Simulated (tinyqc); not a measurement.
Worked calculation: plane-wave Kohn-Sham cycle with exchange-only LDA in a layered model solid. One step of it, computed by the program tinyqc.

Task: Iteration 1: Hamiltonian at one k. H(m,m') = (k + G_m)^2/2 delta + V(G_m - G_m'), with V(-G) = V(G).

A solid whose potential varies along x alone (atomic units):
```
parameter                      value
period a                    7.800000
cross-section of the cell  39.000000
electrons per cell                 2
grid points                       16
plane waves -n..n, n               2
k points                           1
V1 in V1 cos(2 pi x/a)     -0.140000
V2 in V2 cos(4 pi x/a)     -0.150000
```

V(G_m), m = 0, 1, 2, ... (hartree): -0.184479  -0.070000  -0.075000  0.000000  0.000000

k = 0.000000 2 pi / a

Give: H.

Result:

H (hartree), lower triangle:
```
        -2      -1      +0      +1     +2
-2   1.113
-1  -0.070   0.140
+0  -0.075  -0.070  -0.184
+1   0.000  -0.075  -0.070   0.140
+2   0.000   0.000  -0.075  -0.070  1.113
```
